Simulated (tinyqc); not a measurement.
# Surface segregation during layer-by-layer epitaxy: two-layer exchange kinetics and the shape of quantum wells and delta layers, step by step

A worked calculation. Computed by tinyqc, a small Python program that keeps every step. Command: `OMP_NUM_THREADS=1 python tinyqc.py 3031033 3031034 out.jsonl mbeseg walk`. One thread of a shared host (Intel(R) Xeon(R) Processor @ 2.30GHz), about 0.02 s of CPU time with the checks. Intermediate numbers are printed to about 6 digits and carried at full precision; extremes and crossings named in words are read from the listed rows.

Atoms A and B exchange only between the growing layer and the one below it. B is supplied for N layers, then pure A follows.

Inputs (values chosen for the exercise, close to those used for germanium in silicon):

| quantity | value | unit |
|---|---|---|
| barrier E1 for B to move up | 1.64 | eV |
| segregation energy E_s | 0.29 | eV |
| attempt frequency nu | 10 | THz |
| growth rate G | 0.78 | layers/s |
| share x0 of B in the flux during the well | 0.37 | - |
| layers in the well N | 4 | - |
| layer thickness | 1.36 | angstrom |
| temperature T | 460 | C |

Constants: k_B = 8.617333262e-05 eV/K.

## Exchange rates

p1 = nu exp(-E1/(k_B T)) (B up, A down), p2 = nu exp(-(E1 + E_s)/(k_B T)) (B down); time per layer tau = 1/G; K = p1/p2. Temperatures in kelvin are T(C) + 273.15. Dilute equilibrium share passed up per layer R_eq = K/(1 + K).

p1 = 53.2605 1/s

p2 = 0.540634 1/s

p1 tau = 68.2826

K = 98.5148

R_eq = 0.989951

Exchange is fast against growth: the two layers are near equilibrium.

## The second layer

Each layer is deposited complete with B share x_dep and then exchanges for the time tau = 1/G with the layer below, whose share is b (total c = s + b fixed): ds/dt = p1 b (1 - s) - p2 s (1 - b), s(0) = x_dep. With the roots s1 < s2 of the right side, (s - s1)/(s - s2) = [(s(0) - s1)/(s(0) - s2)] exp(-(p1 - p2)(s2 - s1) tau). The lower layer is then buried with c - s, and s becomes the b of the next layer. Layer 1 is deposited on pure A with share x0; with nothing to lift from below, take b = 0 and s(0) = x0 for it. Then layer 2 has x_dep = x0.

share in layer 1 after its exchange = 0.364219

root s1 for layer 2 = 0.709973

root s2 for layer 2 = 1.04476

share in layer 2 after its exchange = 0.709973

share buried in layer 1 = 0.0242461

## Buried profile

In the dilute tail each layer passes up the share R = R_eq (1 - exp(-(p1 + p2) tau)); decay length = -layer thickness/ln R. Index 0 is the last layer of pure A below the well. Share of B outside the intended layers 1..N = 1 - (sum over 1..N)/(N x0).

Share of B:

| layer | intended | buried |
|---|---|---|
| 0 | 0.00 | 0.005781 |
| 1 | 0.37 | 0.024246 |
| 2 | 0.37 | 0.139088 |
| 3 | 0.37 | 0.330989 |
| 4 | 0.37 | 0.081972 |
| 5 | 0.00 | 0.052570 |
| 6 | 0.00 | 0.040245 |
| 7 | 0.00 | 0.033209 |
| 8 | 0.00 | 0.028559 |
| 9 | 0.00 | 0.025209 |
| 10 | 0.00 | 0.022657 |
| 14 | 0.00 | 0.016418 |
| 19 | 0.00 | 0.012392 |
| 29 | 0.00 | 0.008358 |

share passed up R = 0.989951

decay length = 134.659 angstrom

peak share (largest buried share) = 0.330989

share of B outside the well = 0.610611

The peak reaches 89 % of x0. B is missing at the lower interface and trails into the cap. Caution: the floating layer fills towards saturation, so the dilute decay length holds only far out in the tail. Caution: two-layer exchange with complete layers is a simplification that can understate segregation at low temperature; desorption, step-edge exchange and surfactants are left out.

## Kinetic against equilibrium segregation over temperature

R_eq = K/(1 + K).

Segregation:

| T (C) | p1 tau | R_eq | R | decay length (angstrom) | peak share |
|---|---|---|---|---|---|
| 340 | 4.24568e-01 | 0.995883 | 0.345666 | 1.280 | 0.366651 |
| 380 | 2.84107e+00 | 0.994248 | 0.937167 | 20.957 | 0.315416 |
| 420 | 1.52665e+01 | 0.992272 | 0.992271 | 175.289 | 0.330579 |
| 460 | 6.82826e+01 | 0.989951 | 0.989951 | 134.659 | 0.330989 |
| 500 | 2.61557e+02 | 0.987292 | 0.987292 | 106.337 | 0.325033 |
| 540 | 8.77887e+02 | 0.984305 | 0.984305 | 85.971 | 0.319505 |
| 580 | 2.63027e+03 | 0.981008 | 0.981008 | 70.927 | 0.314516 |
| 620 | 7.14293e+03 | 0.977421 | 0.977421 | 59.551 | 0.310128 |

The decay length peaks at 420 C among these rows: below, exchange is too slow; above, equilibrium rules and K = exp(E_s/(k_B T)) falls. p1 tau passes 1 between 340 and 380 C, below which sharp interfaces can be grown. Caution: decay lengths below one layer thickness are only formal.

Checks made by the program: closed form against integration of the exchange equation (relative difference below 1e-10); conservation of B (relative difference below 1e-10).
